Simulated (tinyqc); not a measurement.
Ion implantation: universal nuclear stopping, Lindhard-Scharff electronic stopping and a Gaussian range profile: one step, computed by the program tinyqc.

An ion slows by elastic collisions with screened nuclei and by friction with electrons; channelling is ignored and the target is uniform.

Question. Damage. Kinchin-Pease count with efficiency 0.8: N_d = 0.8 nu/(2 E_d), taking all of nu as damage energy (an upper estimate, as recoils also lose energy to electrons). Spread over a depth R_p + dR_p, displacements per atom = Q N_d/(N (R_p + dR_p)).

Inputs (values chosen for the exercise, modelled on oxygen ions in aluminium): target density N = 60.2 1/nm^3; dose Q = 5.5e+14 1/cm^2; displacement energy E_d = 25 eV.

energy lost to nuclei nu = 67.51247 keV

projected range R_p = 463.5410 nm

straggle dR_p = 149.3865 nm

Give: displacements per ion N_d; displacements per atom.

Answer.

displacements per ion N_d = 1080

displacements per atom = 0.1610

One displacement per atom would need a dose of 3.4e15 per cm^2 if no defects annealed. Caution: the estimates of R_p and dR_p assume mainly nuclear stopping and an ion not much lighter than the target; here they are rough, and for light ions in heavy targets the straggle can be low by a factor of two or more.
